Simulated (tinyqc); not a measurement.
# Undoped gate-all-around wire MOSFET, analytic charge model: transfer curve and volume inversion

An undoped round wire of radius R under an insulator shell and a surrounding gate; long channel, electrons only, n = ni exp((psi - V)/Vt) with V the quasi-Fermi potential (0 at the source, Vd at the drain), constant mobility, no quantisation. The radial Poisson equation gives n(r) = n(0)/(1 - (1 - b) r^2/R^2)^2 with b = Q0/(Q + Q0). Q is the electron charge per area of the wire surface.

ni = sqrt(Nc Nv) exp(-Eg/(2 Vt)), Eg in volts; Cox = eps0 eox/(R ln(1 + tox/R)); Q0 = 4 eps0 eps_r Vt/R; V0 = dphi + Vt ln[8 eps0 eps_r Vt/(q ni R^2)]. Q solves Vg - V0 - V = Q/Cox + Vt ln(Q/Q0) + Vt ln(1 + Q/Q0). I = mu (2 pi R/L)[2 Vt (Qs - Qd) + (Qs^2 - Qd^2)/(2 Cox) + Vt Q0 ln((Qd + Q0)/(Qs + Q0))], with Qs at V = 0 and Qd at V = Vd. The drop is psi(surface) - psi(centre) at the source end; C = dQs/dVg, Cg = Cox, drop = 2 Vt ln(1 + Qs/Q0); gm = dI/dVg.

Values chosen for this exercise; material values close to those of germanium: temperature T = 300 K; band gap Eg = 0.66 eV; relative permittivity of the semiconductor eps_r = 16; conduction-band density of states at T Nc = 1.02e19 cm^-3; valence-band density of states at T Nv = 6.11e18 cm^-3; relative permittivity of the gate insulator eox = 23.8; insulator thickness tox = 5.1 nm; wire radius R = 20 nm; gate work function less that of the intrinsic body dphi = -0.13 V; channel mobility mu = 170 cm^2/(V s); gate length L = 2 um; drain voltage Vd = 0.3 V.

Constants: q = 1.602176634e-19 C, kB = 1.380649e-23 J/K, Vt = kB T/q, eps0 = 8.8541878128e-14 F/cm where lengths are in cm. Results are converted to the units shown.

Result of one run:
```
Qs (nC/cm^2)  drop (mV)      C/Cg    I (uA)  gm/I (1/V)
0.7990           0.5610  0.006549  2.226e-4       38.35
```

Which gate voltage Vg gave this result: -0.08, 0.01, 0.09, 0.27 or 0.44 V?

Vg = 0.01 V.

The whole series:
```
Vg (V)  Qs (nC/cm^2)  drop (mV)      C/Cg    I (uA)  gm/I (1/V)
-0.17       7.697e-4   5.433e-4  6.418e-6  2.125e-7       38.68
-0.08        0.02500    0.01765  2.084e-4  6.906e-6       38.67
0.01          0.7990     0.5610  0.006549  2.226e-4       38.35
0.09           13.53      8.767   0.08895  0.004256       33.97
0.18           102.9      45.37    0.3513   0.05126       21.44
0.27           301.2      84.36    0.5819    0.2377       13.53
0.35           542.2      110.0    0.7062    0.5938       9.689
0.44           855.6      131.3    0.7878     1.244       6.922
0.53            1196      147.5    0.8369     2.117       5.017
```

The current rises from 2.13e-7 to 2.12 uA. In the first row gm/I is 38.7 1/V, within 0.01 % of 1/Vt: with no depletion charge the whole body follows the gate, and the swing is ideal. The drop between surface and centre goes from 5.4e-4 to 147 mV and passes Vt at Vg = 0.18 V among the rows; below that the density varies across the body by less than a factor of e (volume inversion). C reaches 0.84 of Cg in the last row. For Vg = 0.27 to 0.53 V the surface density at the source passes 0.3 Nc, where Boltzmann statistics fail.

tinyqc, about 0.02 s, one thread, Intel Xeon 2.30GHz (shared host): `OMP_NUM_THREADS=1 python tinyqc.py 2460049 2460050 out.jsonl`
